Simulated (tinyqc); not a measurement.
Franz-Keldysh effect at a direct gap: one step. Absorption with and without the field. Two cases, with inputs chosen for the exercise.

Task: Put the factors in place of sqrt(E - Eg) in alpha_j and add the bands; a waveguide of length L changes its transmission by 4.343 (alpha(F) - alpha(0)) L dB.

Parabolic bands, vertical transitions, no excitons. For each hole band j: mr = me mj/(me + mj); joint density of states J_j(E) = (mr/c)^(3/2) sqrt(E - Eg)/(2 pi^2), both spins, c = hbar^2/2m0; averaged matrix element |e.p|^2 = m0 Ep/6; alpha_j(E) = 4 pi^2 alpha_f c Ep J_j/(3 nr E) in 1/angstrom (alpha_f the fine-structure constant, listed as alpha among the constants), times 1e8 for 1/cm.

Constants: hbar^2/2m0 = 3.80998211 eV angstrom^2; fine-structure constant alpha = 0.007297352564.

Case 1.

Values chosen (near those of InP; not measured data): Eg = 1.364 eV (direct gap); me = 0.0819 m0 (electron mass); mhh = 0.621 m0 (heavy-hole mass); mlh = 0.0863 m0 (light-hole mass); Ep = 19.9 eV (Kane energy); nr = 3.42 (refractive index); E = 1.32 eV (photon energy); L = 130 micrometre (length of a waveguide).

Scales:

| hole | mr (m0) | th (meV) | length (angstrom) |
|---|---|---|---|
| heavy | 0.0723572 | 25.46473 | 45.473 |
| light | 0.0420212 | 30.52180 | 54.503 |

Factors:

| hole | b | Ai(b) | Ai'(b) | factor (eV^(1/2)) | without field |
|---|---|---|---|---|---|
| heavy | 1.727880 | 0.0522032 | -0.0748301 | 0.000446566 | 0.000000 |
| light | 1.441593 | 0.0776233 | -0.103794 | 0.00114543 | 0.000000 |

Case 2.

Values chosen (near those of GaAs; not measured data): Eg = 1.466 eV (direct gap); me = 0.0672 m0 (electron mass); mhh = 0.477 m0 (heavy-hole mass); mlh = 0.0855 m0 (light-hole mass); Ep = 25.4 eV (Kane energy); nr = 3.58 (refractive index); E = 1.443 eV (photon energy); L = 390 micrometre (length of a waveguide).

Scales:

| hole | mr (m0) | th (meV) | length (angstrom) |
|---|---|---|---|
| heavy | 0.0589019 | 17.98921 | 59.964 |
| light | 0.0376267 | 20.88766 | 69.626 |

Factors:

| hole | b | Ai(b) | Ai'(b) | factor (eV^(1/2)) | without field |
|---|---|---|---|---|---|
| heavy | 1.278544 | 0.0960846 | -0.122955 | 0.00139648 | 0.000000 |
| light | 1.101129 | 0.119885 | -0.145617 | 0.00244208 | 0.000000 |

Give: alpha_j in the field; alpha(F); alpha(0); change of loss.

Result:

Case 1.

alpha_j in the field (1/cm): heavy 9.55, light 10.8

alpha(F) = 20.4 1/cm
alpha(0) = 0 1/cm
change of loss = 1.15 dB

Case 2.

alpha_j in the field (1/cm): heavy 24.5, light 21.8

alpha(F) = 46.3 1/cm
alpha(0) = 0 1/cm
change of loss = 7.84 dB

Below the gap the field opens a tail where this model has no absorption; excitons and band tails absorb within some 10 to 20 meV of a real edge. Excitons, which add a sharp peak at low field, are left out.

Computed by tinyqc, one run a case: `OMP_NUM_THREADS=1 python tinyqc.py N N+1 out.jsonl` with N = 1650670, 1650672; one thread of a shared Intel(R) Xeon(R) Processor @ 2.30GHz, about 0.01 s a run at most.
